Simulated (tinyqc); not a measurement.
# p-n diode, drift-diffusion by the Gummel loop with Scharfetter-Gummel fluxes: current against voltage in the dark

Abrupt junction at x = 0, p side from -Lp, n side to Ln, ohmic contacts. psi is counted from the intrinsic level; n = ni exp((psi - phin)/Vt), p = ni exp((phip - psi)/Vt). Contacts: p side psi = V - Vt ln(Na/ni), p = Na, n = ni^2/Na; n side psi = Vt ln(Nd/ni), n = Nd, p = ni^2/Nd. Constant mobilities, D = mu Vt, Boltzmann statistics, SRH recombination through a mid-gap level, U = (n p - ni^2)/(tp (n + ni) + tn (p + ni)). Current is positive from the p contact to the n contact.

ni = sqrt(Nc Nv) exp(-Eg/(2 Vt)), Eg in volts. Poisson and both continuity equations are solved self-consistently with Scharfetter-Gummel fluxes on a graded mesh of 500 nodes. J_scr is q times the integral of U between -xp and xn. Ideal diffusion current J_id = q ni^2 [Dn coth(wp/Le)/(Le Na) + Dp coth(wn/Lh)/(Lh Nd)] (exp(V/Vt) - 1), Le = sqrt(Dn tn), Lh = sqrt(Dp tp), wp = Lp - xp, wn = Ln - xn, with xp and xn from the depletion approximation (W = sqrt(2 eps0 eps_r (Vbi - V)(1/Na + 1/Nd)/q), xp = W Nd/(Na + Nd), xn = W Na/(Na + Nd), Vbi = Vt ln(Na Nd/ni^2)). Ideality factor = 0.004 V/(Vt ln[J(V + 0.004 V)/J(V)]). Here G = 0.

Inputs (values chosen for the exercise); band and dielectric values close to those of silicon:

| symbol | value | unit | meaning |
|---|---|---|---|
| T | 300 | K | temperature |
| Eg | 1.1 | eV | band gap |
| eps_r | 11.5 |  | relative permittivity |
| Nc | 2.77e19 | cm^-3 | conduction-band density of states at T |
| Nv | 2.64e19 | cm^-3 | valence-band density of states at T |
| Na | 1.6e16 | cm^-3 | acceptor density of the p side |
| Nd | 1.1e17 | cm^-3 | donor density of the n side |
| mun | 890 | cm^2/(V s) | electron mobility |
| mup | 300 | cm^2/(V s) | hole mobility |
| tn | 4e-10 | s | SRH lifetime of electrons |
| tp | 9e-9 | s | SRH lifetime of holes |
| Lp | 0.82 | um | length of the p side |
| Ln | 0.64 | um | length of the n side |
| G | 0 | cm^-3 s^-1 | uniform generation rate |

Constants: q = 1.602176634e-19 C, kB = 1.380649e-23 J/K, Vt = kB T/q, eps0 = 8.8541878128e-14 F/cm where lengths are in cm. Results are converted to the units shown.

Current against voltage in the dark:
columns A: V (V); B: J (A/cm^2); C: ideality factor; D: J_scr/J (%); E: J_id (A/cm^2); F: share recombining at the contacts (%); G: larger minority/doping at -xp and xn
```
A           B     C     D        E     F         G
0.15  2.78e-5  1.73  98.7  3.56e-7  1.04  4.77e-10
0.21  1.04e-4  1.77  96.6  3.59e-6  2.79   4.83e-9
0.28  4.98e-4  1.67  89.5  5.30e-5  8.56   7.17e-8
0.34  0.00215  1.49  75.5  5.33e-4  19.8   7.23e-7
0.4    0.0114  1.29  53.6  0.00535  37.3   7.27e-6
0.46   0.0767  1.15  31.1   0.0537  54.9   7.27e-5
0.52    0.623  1.08  15.3    0.539  67.0   7.21e-4
0.59     7.92  1.07  5.15     7.92  76.0    0.0101
0.65     66.6  1.13  1.35     79.1  86.2    0.0847
```

J rises from 2.78e-5 to 66.6 A/cm^2; the ideality factor moves up and down between 1.07 and 1.77. Recombination in the depleted layer carries over half of the current up to V = 0.4 V, where the factor is 1.29; it grows roughly as exp(V/2 Vt), so diffusion overtakes it. Where the factor is lowest (V = 0.59 V), J is 0.043 % below the ideal diffusion current.

Computed by the program tinyqc: `OMP_NUM_THREADS=1 python tinyqc.py 2240129 2240130 out.jsonl`, one thread of a shared Intel Xeon 2.30GHz, about 0.2 s for the whole run.
